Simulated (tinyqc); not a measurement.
Worked calculation: CCSD on RHF in the sto-3g basis, frozen core, for B+, spin multiplicity 1. One step of it, computed by the program tinyqc.

Task: CCSD: starting amplitudes. t_ij^ab = <ij||ab> / (e_i + e_j - e_a - e_b), whose energy is MP2.

orbital energies (hartree): MO1 -7.986287, MO2 -0.849252, MO3 -0.200518, MO4 -0.200518, MO5 -0.200518

Two-electron integrals over orbitals (pq|rs), unique and non-zero (hartree); the lowest 1 orbital is frozen and left out:
```
(22|22) 0.525885   (32|32) 0.112771   (33|22) 0.533524   (33|33) 0.586773
(42|42) 0.112771   (43|43) 0.031630   (44|22) 0.533524   (44|33) 0.523513
(44|44) 0.586773   (52|52) 0.112771   (53|53) 0.031630   (54|54) 0.031630
(55|22) 0.533524   (55|33) 0.523513   (55|44) 0.523513   (55|55) 0.586773
```

Give: Starting amplitudes; correlation energy.

Result:

Starting amplitudes (spin orbitals 1a, 1b, ...; amplitudes related by a flip of all spins are not repeated):
```
from      to       t
2a 2b  3a 3b  -0.087
2a 2b  4a 4b  -0.087
2a 2b  5a 5b  -0.087
```

correlation energy = -0.02941 hartree
